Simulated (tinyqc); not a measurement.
## Scale length and length offset from two DIBL values

Inverse problem. DIBL = exp(-Le/(2 l)) + 2 exp(-Le/l) with Le = L - dL. Find l, dL and the drawn length for a DIBL of 100 mV/V.

DIBL at drawn lengths 80 and 140 nm (mV/V): 75.330951  7.9221636

Answer. With e = exp(-Le/(2 l)), 2 e^2 + e = DIBL gives e and so Le/l at each length; Le/l is a straight line in L with slope 1/l.

l = 14.00 nm
dL = 4.100 nm
length for 100 mV/V = 72.99 nm

tinyqc, about 0.01 s, one thread, Intel Xeon 2.30GHz (shared host): `OMP_NUM_THREADS=1 python tinyqc.py 2002147 2002148 out.jsonl`
